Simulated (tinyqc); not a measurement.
What moves the results: free-carrier optics of a doped semiconductor (Drude model with one polar phonon). A value that a table varies takes the place of the one given here.

eps(E) = ei [1 - Ep^2/(E^2 + i E Gam)] + (es - ei) wT^2/(wT^2 - E^2 - i E gT), with Ep^2 = 8 pi c (e^2/(4 pi eps0)) N/(m ei), c = hbar^2/2m0, N in 1/angstrom^3 (1e-24 per 1/cm^3); Gam = hbar/tau, tau = mu m m0/e with m0/e = 5.685630e-12 kg/C and mu in m^2/(V s). Energies in meV.

n + i k = sqrt(eps1 + i eps2) with k >= 0; R = ((n - 1)^2 + k^2)/((n + 1)^2 + k^2) at normal incidence from vacuum; alpha = 2 E k/(hbar c), times 1e8 for 1/cm; loss function Im(-1/eps) = eps2/(eps1^2 + eps2^2).

Constants: hbar^2/2m0 = 3.80998211 eV angstrom^2; e^2/(4 pi eps0) = 14.39964547 eV angstrom; hbar = 6.58211957e-16 eV s; hbar c = 1973.269805 eV angstrom.

Parameters, chosen for this exercise (mass and dielectric values near those of GaSb; N and mu are free inputs; interband absorption and the rise of the mass with filling are left out; the results hold for these values, not for the real material):
- m = 0.04 m0 (conductivity mass)
- ei = 13.98 (high-frequency dielectric constant)
- wT = 28.1 meV (TO phonon)
- es = 15.5 (static dielectric constant)
- N = 2.1e+17 1/cm^3 (carrier density)
- mu = 9500 cm^2/(V s) (mobility)
- gT = 0.4 meV (phonon damping)
- E = 36.6 meV (photon energy)

## The coupled modes against doping

L-, L+ solve E^4 - (wL^2 + Ep^2) E^2 + Ep^2 wT^2 = 0, wL = wT sqrt(es/ei); damping left out; energies in meV.

Modes:
```
N (1/cm^3),Ep,L-,L+,Ep sqrt(ei/es)
1.0e+16,4.97,4.71,29.63,4.72
4.0e+16,9.93,9.37,29.77,9.43
1.0e+17,15.70,14.65,30.12,14.91
2.0e+17,22.21,20.09,31.07,21.09
4.0e+17,31.41,25.19,35.03,29.83
7.0e+17,41.55,26.97,43.29,39.46
1.0e+18,49.66,27.42,50.88,47.16
4.0e+18,99.31,27.97,99.78,94.32
1.0e+19,157.03,28.05,157.31,149.13
```

wL = 29.59 meV

At low density L- follows Ep sqrt(ei/es) (4.71 against 4.72), a plasmon screened by the lattice, and L+ starts at wL. At the highest density L- has come within 0.05 meV of wT, since the carriers screen the field that lifts wL, and L+ is within 0.28 meV of Ep. The branches are closest, 9.84 meV, at 4e+17 1/cm^3 of those listed. The mass is held fixed, while in a real band it rises with filling.

## Reflectance across the plasma edge

Spectrum:
```
E (meV),eps1,eps2,R,alpha (1/cm)
2.3,-481.28,658.04,0.939,5.94e+03
6.8,-114.79,58.42,0.922,7.61e+03
11.4,-36.19,13.91,0.892,7.07e+03
15.9,-11.40,5.32,0.797,5.58e+03
19.3,-2.11,3.05,0.449,3.33e+03
22.8,4.74,1.98,0.160,1.03e+03
25.0,9.83,1.83,0.272,737
28.4,-43.75,33.70,0.843,2.02e+04
34.1,4.59,0.67,0.135,538
45.5,9.56,0.25,0.261,184
68.3,12.12,0.07,0.307,70.8
113.8,13.32,0.02,0.325,24.2
```

Ep = 22.8 meV and Gam = 3.0 meV. R is 0.939 at the lowest energy and lowest, 0.135, at 34.1 meV of those listed; without damping and phonon it would vanish at Ep sqrt(ei/(ei - 1)) = 23.6 meV. At the highest energy R is 0.325, against 0.334 for ei alone. Between the last two rows alpha goes as E^-2.10, where the Drude limit far above Ep and Gam is E^-2; Gam and the phonon term both still act in these rows. The phonon adds its own band of high reflectance between wT = 28.1 meV and about wL = 29.6 meV, which the rows may miss.

## What moves the optical constants

At the energy E. Each row changes one parameter from the base and keeps the others.

Results:
```
case,Ep (meV),Gam (meV),R,alpha (1/cm)
base,22.76,3.05,0.1896,369
N = 3.15e+17 1/cm^3,27.87,3.05,0.1066,694
m = 0.048 m0,20.77,2.54,0.2122,253
mu = 5700 cm^2/(V s),22.76,5.08,0.1927,576
ei = 14.68,22.21,3.05,0.2317,311
E = 43.9 meV,22.76,3.05,0.2540,202
```

The largest shifts from the base row, up to three for each result and ties (the steps differ in size, so this ranks the rows, not the parameters). Ep (meV): N +5.11, m -1.98, ei -0.55; unchanged at the printed digits by mu and E. Gam (meV): mu +2.03, m -0.51; unchanged at the printed digits by N, ei and E. R: N -0.0830, E +0.0644, ei +0.0421. alpha (1/cm): N +325, mu +208, E -167.

tinyqc: `OMP_NUM_THREADS=1 python tinyqc.py 1680756 1680757 out.jsonl`; about 0.01 s, one thread, shared Intel(R) Xeon(R) Processor @ 2.30GHz.
